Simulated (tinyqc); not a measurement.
# Long-channel MOSFET, surface-potential model: what changes with what

n-channel transistor on a uniformly doped p-type body, gradual-channel approximation, constant mobility, Boltzmann statistics, full ionisation. Potentials are counted from the neutral body; V is the electron quasi-Fermi potential, Vsb at the source and Vsb + Vds at the drain. Charges are magnitudes per area.

Inputs (values chosen for the exercise); material values those of a made-up semiconductor:
```
symbol,value,unit,meaning
T,300,K,temperature
Eg,1.4,eV,band gap
eps_r,9.53,,relative permittivity of the semiconductor
Nc,2.5e19,cm^-3,conduction-band density of states at T
Nv,2.05e19,cm^-3,valence-band density of states at T
Na,5.2e16,cm^-3,acceptor density of the body
eox,22.5,,relative permittivity of the gate insulator
tox,98,nm,insulator thickness
Vfb,-0.6,V,flat-band voltage
mu,630,cm^2/(V s),channel mobility
W,10,um,gate width
L,0.5,um,gate length
Vsb,0.5,V,source-body reverse bias
Vgs,1.68,V,gate-source voltage
Vds,2,V,drain-source voltage
```

Constants: q = 1.602176634e-19 C, kB = 1.380649e-23 J/K, Vt = kB T/q, eps0 = 8.8541878128e-14 F/cm where lengths are in cm. Results are converted to the units shown.

Each table varies one quantity; the others keep the values above.

## Effect of the source-body reverse bias

ni = sqrt(Nc Nv) exp(-Eg/(2 Vt)), Eg in volts; phiF = Vt ln(Na/ni); Cox = eps0 eox/tox; gamma = sqrt(2 q eps0 eps_r Na)/Cox. The surface potential psi at channel potential V solves Vgs + Vsb - Vfb - psi = gamma sqrt(G), G = psi - Vt + Vt exp((psi - 2 phiF - V)/Vt). Charge sheet: Qi = Cox gamma [sqrt(G) - sqrt(psi - Vt)]; I = mu (W/L) [integral of Qi dpsi from psi_0 to psi_L (drift) + Vt (Qi0 - QiL) (diffusion)], with psi_0 at V = Vsb and psi_L at V = Vsb + Vds. VT = Vfb + 2 phiF + gamma sqrt(2 phiF + Vsb), m = 1 + gamma/(2 sqrt(2 phiF + Vsb)). The swing is 20 mV/log10[I(VT - 0.14 V)/I(VT - 0.16 V)] of the charge-sheet current at the given Vds.

The same in every row: gamma (V^0.5) = 0.5833.

Effect of the source-body reverse bias:
```
Vsb (V)	VT (V)	m	swing (mV/decade)	I at Vgs, Vds (uA)
0	1.094	1.280	78.54	232.6
0.25	1.160	1.252	76.33	179.8
0.5	1.220	1.232	74.73	136.9
0.75	1.276	1.215	73.51	102.2
1	1.328	1.202	72.54	74.36
1.25	1.377	1.191	71.74	52.29
1.5	1.424	1.181	71.07	35.18
```

Read the table: what changes, and by how much?

As Vsb goes from 0 to 1.5 V, VT rises from 1.09 to 1.42 V, the swing falls from 78.5 to 71.1 mV a decade and the current falls from 233 to 35.2 uA. The swing is 3.1 % above m Vt ln 10 in the first row and 1.1 % above it in the last. For Vsb = 0 to 1.25 V mu V/L, with V the smaller of Vds and (Vgs - VT)/m, passes 3e6 cm/s, so velocity saturation would lower the current.

## Effect of the insulator thickness

Same model as above.

Effect of the insulator thickness:
```
tox (nm)	gamma (V^0.5)	VT (V)	m	swing (mV/decade)	I at Vgs, Vds (uA)
33	0.1964	0.7332	1.078	65.03	2188
44	0.2619	0.8156	1.104	66.68	1336
59	0.3512	0.9281	1.139	68.92	721.2
80	0.4762	1.085	1.189	72.05	306.7
110	0.6547	1.310	1.260	76.52	73.45
150	0.8928	1.610	1.354	82.48	2.124
200	1.190	1.985	1.473	89.98	2.173e-4
```

As tox goes from 33 to 200 nm, VT rises from 0.733 to 1.98 V, the swing rises from 65.0 to 90.0 mV a decade and the current falls from 2190 to 2.17e-4 uA. The swing is 1.3 % above m Vt ln 10 in the first row and 2.6 % above it in the last. The gate voltage is below VT in 1 of the 7 rows. For tox = 33 to 59 nm the surface electron density at the source passes 0.3 Nc, where degeneracy and quantisation, left out here, matter. For tox = 33 to 110 nm mu V/L, with V the smaller of Vds and (Vgs - VT)/m, passes 3e6 cm/s, so velocity saturation would lower the current.

Program tinyqc, `OMP_NUM_THREADS=1 python tinyqc.py 2360011 2360012 out.jsonl`; Intel Xeon 2.30GHz, shared host, one thread, about 0.03 s.
